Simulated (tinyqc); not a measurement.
## Donor binding, ionisation and the Mott limit: ionisation against doping

Hydrogenic donor: Ry = (m0 q^3/(8 eps0^2 h^2)) me/eps_r^2 in eV, E0 = cc Ry, radius a = q/(8 pi eps0 eps_r E0), Mott density Nm = (0.26/a)^3. Below Nm the level sinks as Ed = E0 [1 - (N/Nm)^(1/3)]. Neutrality: Nc F12(eta) = N/(1 + 2 exp(eta + Ed/kB T)), F12(x) = (2/sqrt(pi)) int_0^infinity sqrt(u)/(1 + exp(u - x)) du.

The neutrality equation is solved with F12 in each row.

Inputs (values chosen for the exercise); band and dielectric values close to those of silicon:
```
symbol,value,unit,meaning
T,300,K,temperature
eps_r,11.6,,relative permittivity
me,0.261,m0,"mass in the hydrogenic formula, set independently of Nc"
Nc,2.79e19,cm^-3,conduction-band density of states at 300 K
cc,1,,ratio of the true binding energy to the hydrogenic one
```

Constants: q = 1.602176634e-19 C, kB = 1.380649e-23 J/K, eps0 = 8.8541878128e-12 F/m, h = 6.62607015e-34 J s, m0 = 9.1093837015e-31 kg, Vt = kB T/q. Results are converted to the units shown.

Result of one run:
```
N (cm^-3)     N/Nm  Ed (meV)  ionised (%)  ionised with Ed = E0 (%)
3.9e17     0.28867    8.9491       96.316                    93.225
```

What becomes of these results when the donor density N is changed from 3.9e17 to 2.5e16 cm^-3, all else the same?

Result of the changed run:
```
N (cm^-3)      N/Nm  Ed (meV)  ionised (%)  ionised with Ed = E0 (%)
2.5e16     0.018504    19.410       99.623                    99.507
```

The whole series:
```
N (cm^-3)       N/Nm  Ed (meV)  ionised (%)  ionised with Ed = E0 (%)
6.4e14     4.7371e-4    24.333       99.988                    99.987
1.6e15     0.0011843    23.598       99.971                    99.968
4e15       0.0029607    22.601       99.931                    99.921
1e16       0.0074018    21.247       99.837                    99.802
2.5e16      0.018504    19.410       99.623                    99.507
6.2e16      0.045891    16.942       99.158                    98.795
1.6e17       0.11843    13.431       98.139                    96.999
3.9e17       0.28867    8.9491       96.316                    93.225
9.7e17       0.71797    2.7594       93.202                    85.682
```

The ionised share falls from 100 to 93.2 %, against 100 to 85.7 % for a fixed level: a higher density raises EF against the level, which fills more donors, while the sinking Ed works the other way.

Range of the model: A sharp level with degeneracy 2 overstates freeze-out near Nm, where the impurity band broadens and merges with the conduction band.

tinyqc, about 0.01 s, one thread, Intel Xeon 2.30GHz (shared host): `OMP_NUM_THREADS=1 python tinyqc.py 2330051 2330052 out.jsonl`
